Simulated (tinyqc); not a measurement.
Comparisons within one model: three-level Kane dispersion of a narrow-gap semiconductor. A value that a table varies takes the place of the one given here.

Zero of energy at Gamma8, c = hbar^2/2m0, P^2 = Ep c. The free-electron term and remote bands are left out, so the heavy holes are flat at E = 0 and the other three bands obey E (E - Eg)(E + Dso) = P^2 k^2 (E + 2 Dso/3). The conduction band is the highest root; its edge is Ec = max(Eg, 0).

Degenerate electrons at T = 0: kF = (3 pi^2 n)^(1/3), 1 cm^-3 = 1e-24 angstrom^-3; EF is the highest root at kF. The momentum (cyclotron, optical) mass is m(E) = hbar^2 k/(dE/dk) = c d(k^2)/dE with d(k^2)/dE = k^2 [1/E + 1/(E - Eg) + 1/(E + Dso) - 1/(E + 2 Dso/3)]; the density of states is k d(k^2)/dE/(2 pi^2).

Edge mass m0* = Eg (Eg + Dso)/(Ep (Eg + 2 Dso/3)).
Constants: hbar^2/2m0 = 3.80998211 eV angstrom^2.

Parameters, chosen for this exercise (a narrow-gap II-VI alloy; shifted at random, so the results belong to these values and not to a real crystal): Eg = 0.138 eV (E(Gamma6) - E(Gamma8)); Dso = 0.99 eV (spin-orbit splitting); Ep = 19.2 eV (Kane energy); k = 0.014 1/angstrom (wave vector); n = 2.5e+16 cm^-3 (electron density).

## Filling the band

n from 1e15 to 1e19 cm^-3. The last column is the local power d ln(EF - Ec)/d ln n = kF^2/(1.5 (EF - Ec) d(k^2)/dE).

Results:

| n (cm^-3) | kF (1/angstrom) | EF - Ec (meV) | parabolic (meV) | m(EF) | m(EF)/m0* | power |
|---|---|---|---|---|---|---|
| 1.0e+15 | 0.00309 | 3.5 | 3.6 | 0.0106 | 1.05 | 0.651 |
| 1.0e+16 | 0.00667 | 15.1 | 16.7 | 0.0123 | 1.21 | 0.610 |
| 3.0e+16 | 0.00961 | 28.9 | 34.7 | 0.0142 | 1.39 | 0.573 |
| 1.0e+17 | 0.01436 | 56.1 | 77.3 | 0.0178 | 1.75 | 0.525 |
| 3.0e+17 | 0.02071 | 97.4 | 160.8 | 0.0232 | 2.29 | 0.482 |
| 1.0e+18 | 0.03094 | 169.7 | 358.9 | 0.0324 | 3.19 | 0.442 |
| 3.0e+18 | 0.04462 | 271.7 | 746.6 | 0.0448 | 4.41 | 0.416 |
| 1.0e+19 | 0.06665 | 442.3 | 1665.9 | 0.0646 | 6.35 | 0.395 |

The power falls from 0.651 to 0.395: 2/3 marks a parabola, 1/3 a linear band. The parabola is within 10 % up to n = 1.0e+15 cm^-3. The mass has doubled by n = 3.0e+17 cm^-3 and ends at 6.4 times its edge value.

## Closing and inverting the gap

Eg is varied at fixed k, Dso and Ep. Edge mass: Eg (Eg + Dso)/(Ep (Eg + 2 Dso/3)) for Eg > 0, 3 |Eg|/(2 Ep) for Eg < 0. The Gamma6 weight of the conduction state is 1/(1 + P^2 k^2 [(2/3)/E^2 + (1/3)/(E + Dso)^2]).

Results:

| Eg (eV) | m0* | highest root (eV) | middle (eV) | lowest (eV) | E - Ec (meV) | Gamma6 weight |
|---|---|---|---|---|---|---|
| -0.400 | 0.03125 | 0.0229 | -0.4147 | -0.9981 | 22.9 | 0.052 |
| -0.200 | 0.01562 | 0.0405 | -0.2344 | -0.9961 | 40.5 | 0.147 |
| -0.080 | 0.00625 | 0.0671 | -0.1418 | -0.9953 | 67.1 | 0.320 |
| -0.020 | 0.00156 | 0.0903 | -0.1053 | -0.9950 | 90.3 | 0.459 |
| 0.020 | 0.00155 | 0.1107 | -0.0859 | -0.9948 | 90.7 | 0.561 |
| 0.080 | 0.00602 | 0.1485 | -0.0641 | -0.9945 | 68.5 | 0.696 |
| 0.200 | 0.01441 | 0.2432 | -0.0391 | -0.9940 | 43.2 | 0.859 |
| 0.400 | 0.02732 | 0.4258 | -0.0224 | -0.9935 | 25.8 | 0.948 |

The edge mass vanishes with |Eg| from both sides, yet the kinetic energy at this k stays finite, at most 90.7 meV in the table; at Eg = 0 the two-level form, without the split-off band, gives the linear value sqrt(2/3) P k = 97.8 meV. The Gamma6 weight of the conduction state goes smoothly from 0.05 to 0.95 and is 0.46 and 0.56 in the two rows next to Eg = 0: at finite k nothing jumps at the inversion.

## What each parameter does

Edge mass, EF - Ec and m(EF). Each row changes one parameter from the base and keeps the others.

Results:

| case | m0* (m0) | EF - Ec (meV) | m(EF) (m0) |
|---|---|---|---|
| base | 0.01016 | 26.05 | 0.01376 |
| n = 5e+16 cm^-3 | 0.01016 | 38.59 | 0.01546 |
| Eg = 0.1173 eV | 0.00870 | 29.03 | 0.01276 |
| Dso = 0.8415 eV | 0.01007 | 26.28 | 0.01364 |
| Ep = 22.08 eV | 0.00883 | 29.40 | 0.01236 |

The largest shifts from the base row, up to three for each result and ties (the steps differ in size, so this ranks the rows, not the parameters). m0* (m0): Eg -0.00146, Ep -0.00133, Dso -0.00009; unchanged at the printed digits by n. EF - Ec (meV): n +12.53, Ep +3.34, Eg +2.97. m(EF) (m0): n +0.00170, Ep -0.00140, Eg -0.00100.

(tinyqc, `OMP_NUM_THREADS=1 python tinyqc.py 1050411 1050412 out.jsonl`, Intel(R) Xeon(R) Processor @ 2.30GHz, 1 thread, shared host, about 0.01 s.)
